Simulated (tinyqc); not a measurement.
Plane-wave Kohn-Sham cycle with exchange-only LDA in a layered model solid, step by step. Computed by tinyqc, a small Python program that keeps every step. Settings: points = 16, plane-wave index or count = 2, electrons = 2, k points = 4, area = 22.0, mixing = 1.0, iteration cap = 65. Command: `OMP_NUM_THREADS=1 python tinyqc.py 24511 24512 out.jsonl` (the two numbers bound the seeds that draw the settings). One thread of a shared host (Intel(R) Xeon(R) Processor @ 2.60GHz), about 0.03 s of CPU time with the checks. Later iterations appear only in the table of the cycle.

## Iteration 1: potential

A solid whose potential varies along x alone (atomic units):
```
parameter                      value
period a                    7.800000
cross-section of the cell  22.000000
electrons per cell                 2
grid points                       16
plane waves -n..n, n               2
k points                           4
V1 in V1 cos(2 pi x/a)     -0.200000
V2 in V2 cos(4 pi x/a)     -0.190000
```

density at the start, on the grid x_j = j a/N (e/bohr^3): 0.01165501  0.01165501  0.01165501  0.01165501  0.01165501  0.01165501  0.01165501  0.01165501  0.01165501  0.01165501  0.01165501  0.01165501  0.01165501  0.01165501  0.01165501  0.01165501

V_H(G) = 4 pi rho(G)/G^2 for G != 0 (uniform background); v_x = -(3 rho/pi)^(1/3); V = V_ext + V_H + v_x; Fourier components f(G_m) = (1/N) sum_j f(x_j) exp(-i G_m x_j).

Potentials on the grid (hartree):
```
x             V_ext       V_H        v_x          V
0.000000  -0.390000  0.000000  -0.223269  -0.613269
0.487500  -0.319126  0.000000  -0.223269  -0.542395
0.975000  -0.141421  0.000000  -0.223269  -0.364690
1.462500   0.057814  0.000000  -0.223269  -0.165455
1.950000   0.190000  0.000000  -0.223269  -0.033269
2.437500   0.210887  0.000000  -0.223269  -0.012382
2.925000   0.141421  0.000000  -0.223269  -0.081847
3.412500   0.050426  0.000000  -0.223269  -0.172843
3.900000   0.010000  0.000000  -0.223269  -0.213269
4.387500   0.050426  0.000000  -0.223269  -0.172843
4.875000   0.141421  0.000000  -0.223269  -0.081847
5.362500   0.210887  0.000000  -0.223269  -0.012382
5.850000   0.190000  0.000000  -0.223269  -0.033269
6.337500   0.057814  0.000000  -0.223269  -0.165455
6.825000  -0.141421  0.000000  -0.223269  -0.364690
7.312500  -0.319126  0.000000  -0.223269  -0.542395
```

V(G_m), m = 0, 1, 2, ... (hartree): -0.223269  -0.100000  -0.095000  0.000000  0.000000

## Iteration 1: Hamiltonian at one k

k = 0.125000 2 pi / a

H(m,m') = (k + G_m)^2/2 delta + V(G_m - G_m'), with V(-G) = V(G).

H (hartree):
```
           -2         -1         +0         +1         +2
-2   0.917357  -0.100000  -0.095000   0.000000   0.000000
-1  -0.100000   0.025134  -0.100000  -0.095000   0.000000
+0  -0.095000  -0.100000  -0.218199  -0.100000  -0.095000
+1   0.000000  -0.095000  -0.100000   0.187356  -0.100000
+2   0.000000   0.000000  -0.095000  -0.100000   1.241801
```

## Iteration 1: levels at that k

Diagonalise the Hermitian matrix.

eigenvalues (hartree): -0.308150  0.042600  0.227757  0.934854  1.256389

## Iteration 1: new density

Motion across x is left out: the lowest 1 band(s) hold two electrons at each of the k points (j + 1/2)/nk - 1/2. Residual R = rho(out) - rho(in); rho(new) = rho(in) + 1 R. rho(out) = 2/(a A nk) sum |psi|^2 with psi = sum c exp(i G x). Harris energy E = band energy - dV sum rho (V_H/2 + v_x) + (3/4) dV sum rho v_x with rho(in), dV = a A/N, band energy = (2/nk) sum of the filled levels.

rho(out) (e/bohr^3): 0.03420714  0.03036818  0.02133615  0.01209901  0.00587804  0.00280967  0.00164653  0.00134319  0.00131153  0.00134319  0.00164653  0.00280967  0.00587804  0.01209901  0.02133615  0.03036818

density after iteration 1 (e/bohr^3): 0.03420714  0.03036818  0.02133615  0.01209901  0.00587804  0.00280967  0.00164653  0.00134319  0.00131153  0.00134319  0.00164653  0.00280967  0.00587804  0.01209901  0.02133615  0.03036818

energy per cell = -0.49323675 hartree

## Iteration 2: potential

As before.

Potentials on the grid (hartree):
```
x             V_ext        V_H        v_x          V
0.000000  -0.390000   0.325753  -0.319666  -0.383912
0.487500  -0.319126   0.293069  -0.307230  -0.333287
0.975000  -0.141421   0.205825  -0.273126  -0.208722
1.462500   0.057814   0.089691  -0.226069  -0.078564
1.950000   0.190000  -0.028563  -0.177719  -0.016283
2.437500   0.210887  -0.130366  -0.138955  -0.058434
2.925000   0.141421  -0.206221  -0.116282  -0.181082
3.412500   0.050426  -0.252394  -0.108652  -0.310620
3.900000   0.010000  -0.267834  -0.107791  -0.365625
4.387500   0.050426  -0.252394  -0.108652  -0.310620
4.875000   0.141421  -0.206221  -0.116282  -0.181082
5.362500   0.210887  -0.130366  -0.138955  -0.058434
5.850000   0.190000  -0.028563  -0.177719  -0.016283
6.337500   0.057814   0.089691  -0.226069  -0.078564
6.825000  -0.141421   0.205825  -0.273126  -0.208722
7.312500  -0.319126   0.293069  -0.307230  -0.333287
```

V(G_m), m = 0, 1, 2, ... (hartree): -0.195220  -0.007167  -0.089616  0.002541  -0.000156

## Iteration 2: Hamiltonian at one k

k = 0.125000 2 pi / a

As before.

H (hartree):
```
           -2         -1         +0         +1         +2
-2   0.945405  -0.007167  -0.089616   0.002541  -0.000156
-1  -0.007167   0.053183  -0.007167  -0.089616   0.002541
+0  -0.089616  -0.007167  -0.190151  -0.007167  -0.089616
+1   0.002541  -0.089616  -0.007167   0.215405  -0.007167
+2  -0.000156   0.002541  -0.089616  -0.007167   1.269850
```

## Iteration 2: levels at that k

As before.

eigenvalues (hartree): -0.203082  0.013848  0.255098  0.952359  1.275469

## Iteration 2: new density

As before.

rho(out) (e/bohr^3): 0.01787998  0.01646956  0.01320585  0.01003453  0.00831673  0.00838954  0.00987096  0.01172642  0.01257304  0.01172642  0.00987096  0.00838954  0.00831673  0.01003453  0.01320585  0.01646956

density after iteration 2 (e/bohr^3): 0.01787998  0.01646956  0.01320585  0.01003453  0.00831673  0.00838954  0.00987096  0.01172642  0.01257304  0.01172642  0.00987096  0.00838954  0.00831673  0.01003453  0.01320585  0.01646956

energy per cell = -0.43181802 hartree

## Convergence

Stop when sqrt(dV sum R^2) is below 1e-8, dV = a A/N.

Course of the cycle:
```
iteration  E (hartree)  norm of the residual
1          -0.49323675              1.51e-01
2          -0.43181802              1.20e-01
3          -0.45559771              1.13e-01
4          -0.42523092              1.03e-01
5          -0.44211524              9.92e-02
6          -0.42162582              9.33e-02
7          -0.43483108              9.06e-02
8          -0.41931392              8.66e-02
9          -0.43027031              8.47e-02
10         -0.41770048              8.18e-02
11         -0.42715318              8.03e-02
...                ...                   ...
55         -0.41531152              5.96e-02
56         -0.41114809              5.95e-02
57         -0.41524001              5.94e-02
58         -0.41111056              5.93e-02
59         -0.41517599              5.93e-02
60         -0.41107689              5.92e-02
61         -0.41511862              5.92e-02
62         -0.41104667              5.91e-02
63         -0.41506715              5.91e-02
64         -0.41101951              5.90e-02
65         -0.41502094              5.90e-02
```

Not converged within 65 iterations: the residual has stopped falling: the iteration swings between two states. Reruns (cap 100 unless said): mixing 0.1: not converged; mixing 0.5, Kerker q0 1.0: converged in 41 (E = -0.40256); mixing 0.3, Pulay depth 5: converged in 11 (E = -0.40256); the original settings with a cap of 400: not converged.
